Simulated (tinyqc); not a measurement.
Bending a trimer: Stillinger-Weber potential for a tetrahedral semiconductor. Computed by tinyqc, a small Python program. Command: `OMP_NUM_THREADS=1 python tinyqc.py 3016590 3016591 out.jsonl swsi sweep`. One thread of a shared host (Intel(R) Xeon(R) Processor @ 2.30GHz), about 0.06 s of CPU time with the checks.

With x = r/sigma: pair term eps A (B x^-4 - 1) exp(1/(x - a)); for each pair of neighbours j, k of atom i, three-body term eps lambda exp(gamma/(x_ij - a) + gamma/(x_ik - a)) (cos theta_jik + 1/3)^2; both vanish beyond x = a. A = 7.049556277, B = 0.6022245584, a = 1.8.

Inputs (values chosen for the exercise, modelled on silicon):
```
quantity                    value      unit
energy scale eps            2.198        eV
length scale sigma          2.093  angstrom
three-body strength lambda   22.7         -
gamma                         1.2         -
bond 1 of the trimer         2.47  angstrom
bond 2 of the trimer         2.39  angstrom
```

Method. Atom 1 binds atoms 2 and 3 at the angle theta; the third side follows from the cosine rule. Sum the three pair terms and the three-body terms centred on each atom.

One run for each value; columns: (1) angle of the trimer theta (degrees); (2) energy of the trimer (eV); (3) three-body term at atom 1 (eV); (4) distance 2-3 (angstrom):
```
(1)      (2)         (3)     (4)
60   -4.0634  8.0732e-01  2.4310
70   -4.3032  5.3024e-01  2.7884
80   -4.2527  2.9881e-01  3.1245
90   -4.2061  1.2917e-01  3.4370
100  -4.2887  2.9644e-02  3.7233
110  -4.3182  8.7726e-05  3.9813
120  -4.2860  3.2293e-02  4.2091
140  -4.1006  2.1767e-01  4.5670
160  -3.8909  4.2743e-01  4.7862
180  -3.8016  5.1668e-01  4.8600
```

Over the rows, energy of the trimer (eV) lies between -4.32 and -3.80 without a single trend; three-body term at atom 1 (eV) goes from 0.807 through a minimum among these rows, 8.77e-5 at 110, to 0.517. The term at atom 1 vanishes at the tetrahedral angle, 109.47 degrees. At the smallest angles a third bond forms between atoms 2 and 3.

Extremes, crossings and ranges named in words are read from the listed rows.
